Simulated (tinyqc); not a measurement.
Inside a calculation. Method: Jacobi rotations on a symmetric matrix. Computed by tinyqc, a small Python program that keeps every step. Settings: method = jacobi. Command: `OMP_NUM_THREADS=1 python tinyqc.py 27444 27445 out.jsonl` (the two numbers bound the seeds that draw the settings). One thread of a shared host (Intel(R) Xeon(R) Processor @ 2.60GHz), about 0.01 s of CPU time with the checks.

## Jacobi rotation 1

A, lower triangle:
```
           1         2          3         4         5
1   0.047000
2   0.477000  0.246000
3  -0.531000  0.300000   0.750000
4  -0.277000  0.291000  -0.023000  1.102000
5  -0.282000  0.062000   0.025000  0.468000  2.210000
```

Take the largest off-diagonal element A_pq; tan 2 theta = 2 A_pq / (A_qq - A_pp) with |theta| <= pi/4; A' = J^T A J with J_pp = J_qq = cos, J_pq = sin, J_qp = -sin.

p, q, theta (rad): 1.000000  3.000000  -0.493030

A', lower triangle:
```
           1         2         3         4         5
1  -0.238299
2   0.562180  0.246000
3   0.000000  0.038508  1.035299
4  -0.254896  0.291000  0.110843  1.102000
5  -0.236582  0.062000  0.155492  0.468000  2.210000
```

## Jacobi rotation 2

As before.

p, q, theta (rad): 1.000000  2.000000  0.582040

A', lower triangle:
```
           1          2         3         4         5
1  -0.608263
2   0.000000   0.615964
3  -0.021169   0.032167  1.035299
4  -0.372897   0.102961  0.110843  1.102000
5  -0.231710  -0.078265  0.155492  0.468000  2.210000
```

## Jacobi rotation 3

As before.

p, q, theta (rad): 4.000000  5.000000  0.350724

A', lower triangle:
```
           1          2         3         4         5
1  -0.608263
2   0.000000   0.615964
3  -0.021169   0.032167  1.035299
4  -0.270586   0.123583  0.050671  0.930783
5  -0.345724  -0.038125  0.184110  0.000000  2.381217
```

## All rotations

The off-diagonal norm falls at every rotation.

Rotations:
```
step    p    q      theta  off-diagonal norm
1       1    3  -0.493030           1.25e+00
2       1    2   0.582040           9.66e-01
3       4    5   0.350724           7.03e-01
4       1    5  -0.113648           5.06e-01
5       1    4  -0.164150           3.34e-01
6       3    5   0.130709           2.06e-01
7       2    4   0.299443           1.12e-01
8       3    4   0.775142           8.08e-02
9       2    5  -0.022832           5.38e-02
10      3    5  -0.012018           4.74e-02
11      4    5   0.012719           4.04e-02
...   ...  ...        ...                ...
19      2    5   0.000045           1.27e-04
20      2    4   0.000160           6.20e-05
21      2    3   0.000081           4.39e-05
22      4    5   0.000022           1.15e-05
23      3    5   0.000005           1.89e-06
24      1    4  -6.78e-07           8.56e-07
25      1    2  -4.77e-07           2.40e-08
26      1    5  -4.25e-09           1.49e-08
27      1    3   4.65e-09           1.02e-08
28      2    5  -2.91e-09           6.76e-09
29      3    4   4.39e-08           1.88e-13
```

eigenvalues: -0.692492  0.576212  0.957949  1.066867  2.446463
